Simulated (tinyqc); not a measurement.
Inside a calculation. Model: capacitance of parallel on-chip lines from Laplace's equation on a mesh.

Computed by the program tinyqc: `OMP_NUM_THREADS=1 python tinyqc.py 2790112 2790113 out.jsonl`, one thread of a shared Intel Xeon 2.30GHz, about 1 s for the whole run. Printed values are rounded.

Cross-section of an endless row of equal lines between two grounded planes; neighbours are driven in antiphase (+1 V and -1 V), so the plane midway between two lines is at 0 V. By symmetry one quarter is solved: x runs from the centre of a line (column 0, mirror) to that midplane (column 5, 0 V), y from the mid-height of the line (row 0, mirror) to the ground plane (row 3, 0 V). The line fills columns 0 to 2 and rows 0 to 1 at 1 V. Cells beside the line (below row 1) have e2, cells above have e1. Each link between nodes has the conductance g = mean permittivity of the two cells beside it (a cell beyond a mirror counts as 0), and the free nodes obey sum g (V_neighbour - V) = 0.

Parameters, values chosen for the exercise:

| symbol | value | unit | meaning |
|---|---|---|---|
| e1 | 3.9 |  | relative permittivity above and below the lines |
| e2 | 2.7 |  | relative permittivity between the lines |
| om | 1.4 |  | over-relaxation factor |

Constants: eps0 = 8.8541878128e-12 F/m. Results are converted to the units shown.

## Link conductances

gx[j, i] joins node (row j, column i) to column i + 1, gy[j, i] to row j + 1.

gx:

|  | col 0 | col 1 | col 2 | col 3 | col 4 |
|---|---|---|---|---|---|
| row 0 | 1.35 | 1.35 | 1.35 | 1.35 | 1.35 |
| row 1 | 3.3 | 3.3 | 3.3 | 3.3 | 3.3 |
| row 2 | 3.9 | 3.9 | 3.9 | 3.9 | 3.9 |
| row 3 | 1.95 | 1.95 | 1.95 | 1.95 | 1.95 |

gy:

|  | col 0 | col 1 | col 2 | col 3 | col 4 | col 5 |
|---|---|---|---|---|---|---|
| row 0 | 1.35 | 2.7 | 2.7 | 2.7 | 2.7 | 1.35 |
| row 1 | 1.95 | 3.9 | 3.9 | 3.9 | 3.9 | 1.95 |
| row 2 | 1.95 | 3.9 | 3.9 | 3.9 | 3.9 | 1.95 |

## Iteration 1: relaxation sweep

V at the start (V):

|  | col 0 | col 1 | col 2 | col 3 | col 4 | col 5 |
|---|---|---|---|---|---|---|
| row 0 | 1 | 1 | 1 | 0 | 0 | 0 |
| row 1 | 1 | 1 | 1 | 0 | 0 | 0 |
| row 2 | 0 | 0 | 0 | 0 | 0 | 0 |
| row 3 | 0 | 0 | 0 | 0 | 0 | 0 |

One sweep visits the free nodes row by row from row 0, left to right, and replaces V by V + om (weighted mean of the neighbours - V), using new values at once.

V after sweep 1 (V):

|  | col 0 | col 1 | col 2 | col 3 | col 4 | col 5 |
|---|---|---|---|---|---|---|
| row 0 | 1.000000 | 1.000000 | 1.000000 | 0.350000 | 0.122500 | 0.000000 |
| row 1 | 1.000000 | 1.000000 | 1.000000 | 0.450227 | 0.192659 | 0.000000 |
| row 2 | 0.350000 | 0.472500 | 0.515375 | 0.337961 | 0.185717 | 0.000000 |
| row 3 | 0.000000 | 0.000000 | 0.000000 | 0.000000 | 0.000000 | 0.000000 |

## Iteration 2: relaxation sweep

As before.

V after sweep 2 (V):

|  | col 0 | col 1 | col 2 | col 3 | col 4 | col 5 |
|---|---|---|---|---|---|---|
| row 0 | 1.000000 | 1.000000 | 1.000000 | 0.568034 | 0.284673 | 0.000000 |
| row 1 | 1.000000 | 1.000000 | 1.000000 | 0.539797 | 0.270205 | 0.000000 |
| row 2 | 0.540750 | 0.530644 | 0.447862 | 0.275497 | 0.116709 | 0.000000 |
| row 3 | 0.000000 | 0.000000 | 0.000000 | 0.000000 | 0.000000 | 0.000000 |

## Course of the relaxation

Stop when no node changes by 1e-7 V. C = 4 eps0 sum g (difference of V along the link)^2, in aF/um.

Course of the iteration:

| sweep | C (aF/um) | largest change (V) |
|---|---|---|
| 1 | 285.2080 | 0.515 |
| 2 | 268.1045 | 0.218 |
| 3 | 265.8737 | 0.0682 |
| 4 | 265.2450 | 0.0587 |
| 5 | 265.1203 | 0.0280 |
| 6 | 265.0792 | 0.0174 |
| 7 | 265.0776 | 1.38e-3 |
| 8 | 265.0772 | 1.08e-3 |
| 9 | 265.0771 | 4.16e-4 |
| 10 | 265.0771 | 2.34e-4 |
| 11 | 265.0771 | 1.42e-4 |
| 12 | 265.0771 | 2.86e-5 |
| 13 | 265.0771 | 1.01e-5 |
| 14 | 265.0771 | 6.25e-6 |
| 15 | 265.0771 | 3.33e-6 |
| 16 | 265.0771 | 5.57e-7 |
| 17 | 265.0771 | 5.42e-7 |
| 18 | 265.0771 | 1.95e-7 |
| 19 | 265.0771 | 3.86e-8 |

Converged in 19 sweeps. Over the last four sweeps the change shrinks by about 0.33 a sweep. C comes down from above, since the solution minimises the energy.

## Capacitance per length

converged V (V):

|  | col 0 | col 1 | col 2 | col 3 | col 4 | col 5 |
|---|---|---|---|---|---|---|
| row 0 | 1.000000 | 1.000000 | 1.000000 | 0.557424 | 0.243219 | 0.000000 |
| row 1 | 1.000000 | 1.000000 | 1.000000 | 0.493240 | 0.207725 | 0.000000 |
| row 2 | 0.490831 | 0.481661 | 0.435814 | 0.261596 | 0.117330 | 0.000000 |
| row 3 | 0.000000 | 0.000000 | 0.000000 | 0.000000 | 0.000000 | 0.000000 |

C = 4 eps0 sum g (difference of V)^2 over all links (twice the energy of the four quarters, line at 1 V). Plate estimate without fringing: eps0 [2 e1 w/hd + 2 e2 t/(s/2)], w = 4 hx, t = 2 hx, s/2 = 3 hx, hd = 2 hx.

C = 265.0771 aF/um
plate estimate = 170.0004 aF/um

C depends on the shape only, not on the mesh step hx. Meshes 6, 12 and 24 times finer extrapolate (Aitken) to 246.5 aF/um; this mesh is 7.6 % above that, and the plate estimate is 31 % below it.
